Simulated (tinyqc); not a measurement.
## Segment and feed resistance from two drops

Inverse problem. A rail is fed at one end through Rq; K loads of Ij follow, each after a segment Rs. The drop at load j is K Ij Rq + Rs Ij sum_(l=1..j) (K - l + 1). Find Rs, Rq and the worst drop, at the middle, if the rail were fed through Rq at both ends: K Ij Rq/2 + Rs Ij K^2/8 with the load taken as continuous.

Inputs (values chosen for the exercise): number of equal loads K = 28; current of each load Ij = 0.42 mA.

drops at the first and at the last load (mV): 4.6216800  53.837280

Answer. The difference of the two drops is Rs Ij K (K - 1)/2, which gives Rs; the first drop then gives Rq.

Rs = 0.3100 ohm
Rq = 0.08300 ohm
drop at the middle with two feeds = 13.25 mV

Program tinyqc, `OMP_NUM_THREADS=1 python tinyqc.py 2770152 2770153 out.jsonl`; Intel Xeon 2.30GHz, shared host, one thread, about 0.07 s.
